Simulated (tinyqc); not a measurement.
Programming of a floating-gate cell by Fowler-Nordheim tunnelling: two steps of the calculation.

Per tunnel area the floating gate has Ctun = 3.9 eps0/tox to the channel (0 V) and Ccg to the control gate, Ct = Ctun/(1 - ag), no other coupling. With the threshold shift U = -Q/Ccg the field is F = ag (Vg - U)/tox, and dU/dt = J/Ccg. Fowler-Nordheim: J = A F^2 exp(-B/F), A = q^2/(16 pi^2 hbar mo phi) (times 1e14 for A/cm^2 with F in V/nm, emitter mass m0), B = (4/3) sqrt(mo/C) phi^1.5, C = hbar^2/(2 m0).

Values chosen for this exercise; oxide values close to those of silicon dioxide: tunnel barrier phi = 3.16 eV; tunnelling mass mo = 0.43 m0; tunnel oxide thickness tox = 7.9 nm; coupling ratio Ccg/Ct ag = 0.72; tunnel area ar = 8000 nm^2; threshold shift at the start Vt0 = -0.5 V; control-gate voltage Vg = 11.6 V; time step dt = 20 us; steps n = 11.

Constants: q = 1.602176634e-19 C, hbar = 1.054571817e-34 J s, m0 = 9.1093837015e-31 kg, eps0 = 8.8541878128e-14 F/cm where lengths are in cm, hbar^2/(2 m0) = 0.0380998212 eV nm^2. Results are converted to the units shown.

Question 1. Constants of the cell. A, B, Ccg = ag Ct, the starting field and current, K = A B ag/(Ccg tox), and the knee time t0 = exp(B/F(0))/K.

Find: A; B; Ccg; F(0); J(0); K; t0; electrons for 1 V of shift.

Answer 1.

A = 1.1344e8 A cm^-2 (V/nm)^-2
B = 25.162 V/nm
Ccg = 1.1240 uF/cm^2
F(0) = 1.1028 V/nm
J(0) = 0.017007 A/cm^2
K = 2.3145e14 1/s
t0 = 35.049 us
electrons for 1 V of shift = 561.23

Question 2. Explicit time steps against the exact solution. U(new) = U + dt J(F(U))/Ccg. Exact: exp(B/F(t)) = exp(B/F(0)) + K t, K = A B ag/(Ccg tox), and U = Vg - tox F/ag.

Wanted: t; F; J; U by steps; U exact.

Answer 2.

| step | t (us) | F (V/nm) | J (A/cm^2) | U by steps (V) | U exact (V) |
|---|---|---|---|---|---|
| 0 | 0 | 1.1028 | 0.017007 | -0.50000 | -0.50000 |
| 1 | 20.000 | 1.0752 | 0.0090041 | -0.19739 | -0.26522 |
| 2 | 40.000 | 1.0606 | 0.0063480 | -0.03717 | -0.10926 |
| 3 | 60.000 | 1.0503 | 0.0049338 | 0.07579 | 0.00690 |
| 4 | 80.000 | 1.0423 | 0.0040427 | 0.16358 | 0.09913 |
| 5 | 100.00 | 1.0358 | 0.0034263 | 0.23551 | 0.17541 |
| 6 | 120.00 | 1.0302 | 0.0029734 | 0.29648 | 0.24033 |
| 7 | 140.00 | 1.0254 | 0.0026260 | 0.34939 | 0.29675 |
| 8 | 160.00 | 1.0211 | 0.0023509 | 0.39611 | 0.34660 |
| 9 | 180.00 | 1.0173 | 0.0021275 | 0.43794 | 0.39120 |
| 10 | 200.00 | 1.0139 | 0.0019425 | 0.47580 | 0.43152 |
| 11 | 220.00 | 1.0107 | 0.0017868 | 0.51037 | 0.46829 |

Range of the model: Programming fields of 10 MV/cm and more wear the oxide; trapping and the channel potential are ignored.

Program tinyqc, `OMP_NUM_THREADS=1 python tinyqc.py 2130086 2130087 out.jsonl`; Intel Xeon 2.30GHz, shared host, one thread, about 0.01 s.
